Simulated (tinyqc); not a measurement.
Inside a calculation: Landau levels of a parabolic two-dimensional band. Values are carried at full precision from step to step, so a last printed digit may differ when a step is redone from the rounded ones.

In a field B along z: l = 1/sqrt((e/hbar) B) is the magnetic length, n_B = B/(h/e) the number of states per area in one level, hbar wc = 2 muB B/m for mass m in m0; 1/angstrom^2 = 1e16/cm^2.

Constants: e/hbar = 1.519267448e-05 1/(T angstrom^2); h/e = 413566.7697 T angstrom^2; hbar^2/2m0 = 3.80998211 eV angstrom^2; muB = 5.788381798e-05 eV/T; e^2/h = 3.874045865e-05 S.

Inputs chosen for the exercise (near those of a two-dimensional electron gas in InAs; shifted at random, so the results belong to these values and not to a real crystal):

| symbol | value | unit | meaning |
|---|---|---|---|
| B | 2.9 | T | magnetic field |
| n | 2.6 | x 1e11/cm^2 | electron sheet density |
| m | 0.0297 | m0 | mass |
| gs | -12.42 |  | g factor |
| gv | 1 |  | valleys |

## Scales set by the field

Give l, n_B and the filling factor nu = n/n_B.

l = 150.66 angstrom
n_B = 0.7012 x 1e11/cm^2
nu = 3.708

## The lowest levels

E(N, s) = (N + 1/2) hbar wc + s gs muB B with s = +/-1/2.

List the eight lowest, in meV, with the gap to the next.

Levels:

| label | E (meV) | gap above (meV) |
|---|---|---|
| 0+ | 4.610 | 2.085 |
| 0- | 6.694 | 9.219 |
| 1+ | 15.913 | 2.085 |
| 1- | 17.998 | 9.219 |
| 2+ | 27.217 | 2.085 |
| 2- | 29.302 | 9.219 |
| 3+ | 38.521 | 2.085 |
| 3- | 40.606 | 9.219 |

The largest of these gaps, 9.22 meV, first occurs above level 0- and is kB T at 107 K.

## Where EF lies

Each listed level takes n_B electrons. At zero temperature and without broadening EF sits in the partly filled level.

Fill the listed levels in order up to nu; give the partly filled level, its energy and its filled share.

level: 1-

EF = 17.998 meV
filled share = 0.708

## Fields of the Hall plateaus

A plateau is centred where nu = n/n_B equals 1, 2, 3, 4, 5, 6; there rho_xy = h/(nu e^2).

Plateaus:

| nu | B (T) | 1/B (1/T) | rho_xy (kohm) |
|---|---|---|---|
| 1 | 10.753 | 0.0930 | 25.8128 |
| 2 | 5.376 | 0.1860 | 12.9064 |
| 3 | 3.584 | 0.2790 | 8.6043 |
| 4 | 2.688 | 0.3720 | 6.4532 |
| 5 | 2.151 | 0.4650 | 5.1626 |
| 6 | 1.792 | 0.5580 | 4.3021 |

These counts hold wherever the levels are resolved.

## Checks

- Level spacing from finite differences in the Landau gauge against hbar wc, meV: 11.29 against 11.30.

Run: tinyqc, `OMP_NUM_THREADS=1 python tinyqc.py 1282602 1282603 out.jsonl`; Intel(R) Xeon(R) Processor @ 2.30GHz, one thread, shared host; about 0.01 s of CPU time with all checks.
